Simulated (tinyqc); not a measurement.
On-chip interconnect, size-dependent resistivity and RC delay: one step of the calculation.

A rectangular line between two neighbours and two ground planes. Surface and grain-boundary scattering are added to the bulk resistivity as corrections; capacitances are parallel-plate values without fringing; inductance is ignored.

Question. Node voltages after a time step. A 1 V step is applied behind Rd at t = 0. C dv/dt = -G v + b, with G the conductance matrix of the ladder (1/Rs between neighbours, 1/Rd added at node 0) and b = (1 V/Rd, 0, ...). Trapezoidal step: (C/dt + G/2) v(new) = (C/dt - G/2) v + b.

Parameters, values chosen for the exercise:
```
symbol  value  unit            meaning
Rd      10000   ohm  driver resistance
dt         14    ps          time step
```

Rs = 369.82860 ohm

```
node      C (fF)  v at t = 0 (V)
0     0.53536950               0
1      1.0707390               0
2      1.0707390               0
3      1.0707390               0
4      1.0707390               0
5      1.0707390               0
6      2.0353695               0
```

Find: v at t = 1 dt.

Answer.

v at t = 1 dt, node 0 to 6 (V): [0.28131, 0.22571, 0.18287, 0.15038, 0.12639, 0.10956, 0.09892]

Numbers from tinyqc (`OMP_NUM_THREADS=1 python tinyqc.py 2100006 2100007 out.jsonl`; about 0.01 s on one thread of a shared Intel Xeon 2.30GHz).
